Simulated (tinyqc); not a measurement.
Permeation of metal atoms or ions through a thin barrier or dielectric: time lag, field-aided drift and lifetime: one step, computed by the program tinyqc.

The film 0 < x < d is empty at first; C = C0 at x = 0 and C = 0 at x = d. dC/dt = D d2C/dx2 - v dC/dx with drift v = D z e V/(k_B T d) (uniform field, no space charge).

Question. Time to the critical dose. Steady flux J = (D C0/d) P/(1 - exp(-P)); time lag in units of d^2/D: s_L = [P (1 + exp(-P))/(1 - exp(-P)) - 2]/P^2 (P = 0: J = D C0/d, s_L = 1/6). Dose through the film Q(s) = C0 d {f (s - s_L) - 2 exp(P/2) sum_(n=1..200) (-1)^n n^2 pi^2 exp(-l_n s)/l_n^2}, l_n = n^2 pi^2 + P^2/4, f = P/(1 - exp(-P)) the relative flux. Temperatures in kelvin are T(C) + 273.15. Solve Q = Q_c for s. At the use temperature D and P take T_u, with the same C0 and V; 1 year = 3.15576e7 s.

Inputs (values chosen for the exercise, for a model case: singly charged ions through a dielectric): thickness d = 20 nm; prefactor D0 = 2.3e-08 cm^2/s; activation energy E = 0.832 eV; concentration at the source side C0 = 3.3e+14 1/cm^3; charge number z = 1; voltage V (positive drives ions across) = 0.064 V; critical dose Q_c = 7e+08 1/cm^2; test temperature T = 300 C; use temperature T_u = 85 C.

Peclet number P = 1.295802

time scale d^2/D = 3599.234 s

Constants: k_B = 8.617333262e-05 eV/K.

Give: s at the critical dose; failure time at T; failure time at T_u.

Answer.

s at the critical dose = 0.75659

failure time at T = 2723.1 s

failure time at T_u = 1.6943 years

Caution: grain boundaries, pinholes, trapping and space charge are left out; thin real barriers usually fail at defects.
